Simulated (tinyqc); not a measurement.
Worked calculation: geometry optimisation on the RHF/6-31g surface (energies and gradients from PySCF), for H3+, spin multiplicity 1. Computed by tinyqc, a small Python program that keeps every step (integrals from PySCF). Settings: charge = 1, multiplicity = 1, basis = 6-31g, optimiser = bfgs, first Hessian = 0.6, largest step = 0.3, iteration cap = 30. Command: `OMP_NUM_THREADS=1 python tinyqc.py 30786 30787 out.jsonl` (the two numbers bound the seeds that draw the settings). One thread of a shared host (Intel(R) Xeon(R) Processor @ 2.60GHz), about 0.8 s of CPU time with the checks.

## Step 1: energy and gradient

positions at the start (bohr):
```
            x          y          z
1H  -0.058582   0.094486   0.000000
2H   0.009449  -0.005669   1.564693
3H  -0.069920  -0.113384  -1.600598
```

Self-consistent energy and analytic gradient at these positions.

energy = -1.21893053 hartree

gradient (hartree/bohr):
```
              x            y            z
1H  -0.00006766   0.00167395   0.00783704
2H   0.00037391   0.00009112   0.01242795
3H  -0.00030626  -0.00176508  -0.02026499
```

## Step 1: move

Quasi-Newton step p = -H^(-1) g (first H = 0.6 times the unit matrix); steps longer than 0.3 bohr are cut back.

positions after step 1 (bohr):
```
            x          y          z
1H  -0.058469   0.091696  -0.013062
2H   0.008825  -0.005821   1.543980
3H  -0.069409  -0.110442  -1.566823
```

## Step 2: energy and gradient

As before.

energy = -1.21979096 hartree

gradient (hartree/bohr):
```
              x            y            z
1H  -0.00004707   0.00042480   0.00103835
2H   0.00030528   0.00022721   0.01105860
3H  -0.00025821  -0.00065201  -0.01209695
```

## Step 2: move

inverse Hessian in use (bohr^2/hartree), lower triangle:
```
           1          2          3          4          5          6         7         8
1   1.666695
2  -0.000346   1.666626
3  -0.001174  -0.011245   1.562272
4  -0.000176   0.002438   0.008943   1.667758
5  -0.000115   0.002371   0.010499   0.000663   1.666925
6  -0.006285   0.091620   0.346880   0.038630   0.022608   3.029357
7   0.000148  -0.002091  -0.007769  -0.000915  -0.000548  -0.032345  1.667433
8   0.000461  -0.002330   0.000746  -0.003100  -0.002629  -0.114228  0.002639  1.671626
9   0.007458  -0.080375  -0.242485  -0.047573  -0.033107  -1.709571  0.040114  0.113482

          9
9  3.618723
```

Quasi-Newton step p = -H^(-1) g (the inverse Hessian comes from BFGS updates; coordinates in the order x, y, z of each atom); steps longer than 0.3 bohr are cut back.

positions after step 2 (bohr):
```
            x          y          z
1H  -0.058229   0.089011  -0.021455
2H   0.007301  -0.006864   1.489300
3H  -0.068125  -0.106713  -1.503749
```

## Step 3: energy and gradient

As before.

energy = -1.22042759 hartree

gradient (hartree/bohr):
```
              x            y            z
1H   0.00031163  -0.00247445  -0.00485880
2H  -0.00012919   0.00096228   0.00163528
3H  -0.00018244   0.00151217   0.00322352
```

## Step 3: move

inverse Hessian in use (bohr^2/hartree), lower triangle:
```
           1          2          3          4          5          6         7         8
1   1.666533
2   0.001173   1.652866
3   0.002753  -0.045058   1.485330
4   0.000374  -0.001879   0.000673   1.667292
5  -0.000005   0.002401   0.014167   0.002038   1.669025
6   0.011853  -0.045393   0.105915   0.032030   0.078855   3.155185
7  -0.000240   0.000706  -0.003426  -0.000999  -0.002033  -0.043884  1.667906
8  -0.001168   0.011400   0.030891  -0.000159  -0.004760  -0.033462  0.001327  1.660027
9  -0.014606   0.090451   0.075422  -0.032703  -0.093022  -1.594433  0.047309  0.002572

          9
9  3.185678
```

As before.

positions after step 3 (bohr):
```
            x          y          z
1H  -0.058702   0.092645  -0.014828
2H   0.007566  -0.008218   1.489649
3H  -0.067916  -0.108994  -1.510726
```

## Convergence

Stop when the largest gradient component is below 3e-5 hartree/bohr. The inverse Hessian follows the BFGS update with s = step, y = change of gradient.

Course of the optimisation:
```
step  E (hartree)  largest gradient (hartree/bohr)
1     -1.21893053                         2.03e-02
2     -1.21979096                         1.21e-02
3     -1.22042759                         4.86e-03
4     -1.22046621                         2.18e-03
5     -1.22048309                         2.30e-03
6     -1.22200085                         2.65e-02
7     -1.22433251                         4.91e-02
8     -1.22543847                         6.16e-02
9     -1.23255534                         6.29e-02
10    -1.24031935                         6.57e-02
11    -1.25302440                         6.18e-02
12    -1.25917342                         6.13e-02
13    -1.26399495                         5.24e-02
14    -1.27249002                         2.06e-02
15    -1.27378143                         1.42e-02
16    -1.27412932                         6.87e-03
17    -1.27423654                         3.47e-03
18    -1.27428444                         1.52e-03
19    -1.27429374                         3.74e-04
20    -1.27429406                         3.68e-05
21    -1.27429406                         8.30e-07
```

Final distances (angstrom):
```
pair   distance
2H-1H  0.844295
3H-1H  0.844297
3H-2H  0.844298
```

Converged in 21 steps.
